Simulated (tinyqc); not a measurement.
Inside a calculation. Model: voltage acceleration of oxide breakdown, four models on the same data.

tinyqc, about 0.01 s, one thread, Intel Xeon 2.30GHz (shared host): `OMP_NUM_THREADS=1 python tinyqc.py 2070074 2070075 out.jsonl` Printed values are rounded.

Field E = V/tox in MV/cm. Models: ln(t63/1 s) = a - c X with X = E (E model), -1/E (1/E model), ln V (power law, c the exponent n) or sqrt(E).

Values chosen for this exercise: oxide thickness tox = 4 nm; use voltage Vu = 2.1 V; stress temperature Ts = 373 K; use temperature Tu = 378 K; activation energy Ea = 0.6 eV; factor for area and percentile ks = 0.00049.

Constants: q = 1.602176634e-19 C, kB = 1.380649e-23 J/K. Results are converted to the units shown.

Range of the model: All four laws are empirical fits; none is established far below the stress range.

## Fitting the models

```
stress  V (V)  t63 (s)
0         3.4  2.379e5
1        4.22      320
2        4.87    3.993
```

The three stress times were made with the power model, c = 30.6, and are treated as data. For each model fit ln t63 on X by least squares over the three points.

```
model          c          a  largest misfit in ln t63 (0: below 0.002)
E       3.001837   37.75494                                  0.3172419
1/E     307.1681  -23.64994                                  0.3028034
power   30.59973   49.82683                                  0.0000000
sqrt E  19.20574   68.30735                                  0.1573194
```

The worst misfit of any model is 0.32 in ln t63, a factor of 1.37 in time, comparable to the scatter of t63 from small samples, so such data hardly tell the models apart.

## Projection to use conditions

Project to Vu, multiply by exp[(Ea q/kB)(1/Tu - 1/Ts)] and by ks; ten years are 3.15576e8 s. The largest voltage for ten years solves the same relation for V.

temperature factor = 0.7812070

```
model   lifetime (years)  largest voltage for ten years (V)
E             0.04328078                           1.374760
1/E             16695.95                           2.405018
power           7.303850                           2.078549
sqrt E         0.4343629                           1.811318
```

The lifetimes span 5.59 decades, from the E model (most cautious) to the 1/E model; the allowed voltage spans 1.37 to 2.41 V. 1 of the four models pass ten years at Vu. Lifetimes beyond a thousand years are formal extrapolations.
